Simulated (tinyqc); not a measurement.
# Access strength from the read disturbance

Problem. Transistor (EKV form, voltages against the body): I = 2 n b Vt^2 [F(vp - Vs) - F(vp - Vd)] from drain to source, F(v) = ln^2(1 + exp(v/(2 Vt))), vp = (Vg - VT + sg |Vd - Vs|)/n. n-channel bodies are at 0; for the p-channel device all voltages are counted down from Vdd. b in uA/V^2 gives I in uA. In an SRAM read the low node Q obeys In(gate QB, drain Q) = Ip(gate QB, drain Q) + Ia, where the access transistor (threshold VTn) has its gate and drain at Vdd and its source at Q. Find Ia, ba and the cell ratio bn/ba.

Parameters, values chosen for the exercise: temperature T = 325 K; supply voltage Vdd = 1 V; slope factor n = 1.25; drain-induced barrier lowering sg = 0.06; n-channel threshold VTn = 0.33 V; p-channel threshold (magnitude) VTp = 0.34 V; gain factor of the pull-down transistor bn = 280 uA/V^2; gain factor of the pull-up transistor bp = 140 uA/V^2.

Constants: q = 1.602176634e-19 C, kB = 1.380649e-23 J/K, Vt = kB T/q. Results are converted to the units shown.

Q and QB in the read (V): [0.17548648, 0.99956954]

Answer. The node equation gives Ia, which is proportional to ba.

Ia = 28.02 uA
ba = 280.0 uA/V^2
cell ratio = 1.000

tinyqc, about 0.1 s, one thread, Intel Xeon 2.30GHz (shared host): `OMP_NUM_THREADS=1 python tinyqc.py 2340082 2340083 out.jsonl`
